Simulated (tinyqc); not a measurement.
Well width from the intersubband spacing.

Inverse problem. In an empty well of width L and depth Vb, level k solves kw L/2 = (k - 1) pi/2 + arctan(sqrt((mw/mb)(Vb - E)/E)) with kw = sqrt(mw E/C), C = hbar^2/(2 m0). Find L, E1 and E2 from the spacing.

Values chosen for this exercise; material values close to those of GaAs in AlGaAs: mass along z in the well mw = 0.067 m0; mass along z in the barriers mb = 0.0916 m0; barrier height Vb = 0.255 eV.

Constants: q = 1.602176634e-19 C, hbar = 1.054571817e-34 J s, m0 = 9.1093837015e-31 kg, hbar^2/(2 m0) = 0.0380998212 eV nm^2. Results are converted to the units shown.

E2 - E1 = 14.643497 meV

Solution. Both levels are solved for trial widths until their difference matches. A second level is bound only for L above 4.69 nm, and over that range one width gives this spacing.

L = 30.40 nm
E1 = 4.885 meV
E2 = 19.53 meV

Computed by the program tinyqc: `OMP_NUM_THREADS=1 python tinyqc.py 2140036 2140037 out.jsonl`, one thread of a shared Intel Xeon 2.30GHz, about 0.5 s for the whole run.
